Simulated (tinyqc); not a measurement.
Inside a calculation: inversion layer as a triangular well, valleys of the Si type. Values are carried at full precision from step to step, so a last printed digit may differ when a step is redone from the rounded ones.

Six ellipsoidal valleys with their long axes along the cube axes, mass ml along the axis and mt across it. For a valley whose axis makes the angle theta with the surface normal, 1/m_z = cos^2(theta)/ml + sin^2(theta)/mt sets the confinement; in the plane the masses are m_1 = mt and m_2 = ml mt/m_z, and m_d = sqrt(m_1 m_2).

Constants: e^2/(4 pi eps0) = 14.39964547 eV angstrom; hbar^2/2m0 = 3.80998211 eV angstrom^2; kB = 8.617333262e-05 eV/K.

Inputs chosen for the exercise (near those of Si; shifted at random, so the results belong to these values and not to a real crystal):
- ml = 0.91 m0 (longitudinal mass)
- mt = 0.188 m0 (transverse mass)
- face = 110 (surface)
- eps = 11.7 (dielectric constant)
- Ns = 1.5 x 1e12/cm^2 (electron sheet density)
- Nd = 0.14 x 1e12/cm^2 (depletion charge)
- eta = 0.5 (share of Ns in the effective field)
- T = 300 K (temperature)
- tox = 21 angstrom (SiO2-equivalent oxide thickness)

## Valley masses on the (110) face

Group the valleys by their angle to the normal, heaviest m_z first.

Valleys (masses in m0):
```
valleys g,cos^2(theta),m_z,m_1,m_2,m_d
4,0.5000,0.3116,0.1880,0.5490,0.3213
2,0.0000,0.1880,0.1880,0.9100,0.4136
```

The 4 valleys with the heaviest m_z will give the lowest ladder of subbands.

## Effective field

The field is taken as constant, e F = 4 pi (e^2/4 pi eps0)(Nd + eta Ns)/eps, with 1e12/cm^2 = 1e-4/angstrom^2, and the oxide as a hard wall at z = 0; c = hbar^2/2m0.

Find e F, and F in MV/cm (1 MV/cm = 0.01 V/angstrom).

e F = 0.00137647 eV/angstrom
F = 0.1376 MV/cm

## Subband ladders

Level j of a valley lies at E_j = a_j (c (e F)^2/m_z)^(1/3) above the band edge at the surface, with the Airy zeros a_j = 2.338107, 4.087949, 5.520560, 6.786708, 7.944134, 9.022651, 10.040174, 11.008524, 11.936016, 12.828777, and has <z> = 2 E_j/(3 e F).

The ten lowest levels of all groups of valleys together, j = 0, 1, ..., c = hbar^2/2m0; primes mark the groups with lighter m_z.

Subbands:
```
label,valleys g,m_d (m0),E (eV),<z> (angstrom)
0,4,0.3213,0.0667,32.28
0',2,0.4136,0.0789,38.20
1,4,0.3213,0.1165,56.44
1',2,0.4136,0.1379,66.80
2,4,0.3213,0.1574,76.22
2',2,0.4136,0.1862,90.20
3,4,0.3213,0.1935,93.70
4,4,0.3213,0.2265,109.68
3',2,0.4136,0.2290,110.89
5,4,0.3213,0.2572,124.57
```

The second subband is 0', 12.2 meV above the first.

## Fermi level and populations

Subband i holds n_i = g m_d/(2 pi c) kB T ln(1 + exp((EF - E_i)/kB T)) (spin included), and EF is fixed by sum n_i = Ns over the levels listed or, where none are listed, over j = 0 to 9 of each group; 1e12/cm^2 = 1e-4/angstrom^2.

Solve for EF; c = hbar^2/2m0. The mean distance is sum n_i <z>_i/Ns.

EF = -0.0029 eV

Populations:
```
label,(EF - E)/kB T,n (1e12/cm^2),share (%)
0,-2.69,0.911,60.7
0',-3.16,0.370,24.7
1,-4.62,0.136,9.1
1',-5.45,0.038,2.6
2,-6.20,0.028,1.9
2',-7.32,0.006,0.4
3,-7.60,0.007,0.5
4,-8.87,0.002,0.1
3',-8.97,0.001,0.1
5,-10.06,0.001,0.0
```

mean distance from the surface = 38.35 angstrom

The lowest subband holds 60.7 % of the electrons and is partly degenerate (EF within a few kB T of its edge).

## Effect on the gate capacitance

The charge sits at the mean distance <z> from the surface, which adds (3.9/eps) <z> to the oxide thickness; C/Cox = tox/(tox + 3.9 <z>/eps). The density-of-states term is left out.

added thickness = 12.78 angstrom
C/Cox = 0.622

## Checks

- Lowest level by finite differences against the Airy formula, eV: both 0.0667.

Program tinyqc; command `OMP_NUM_THREADS=1 python tinyqc.py 1282269 1282270 out.jsonl`; about 0.03 s on one thread of a shared Intel(R) Xeon(R) Processor @ 2.30GHz.
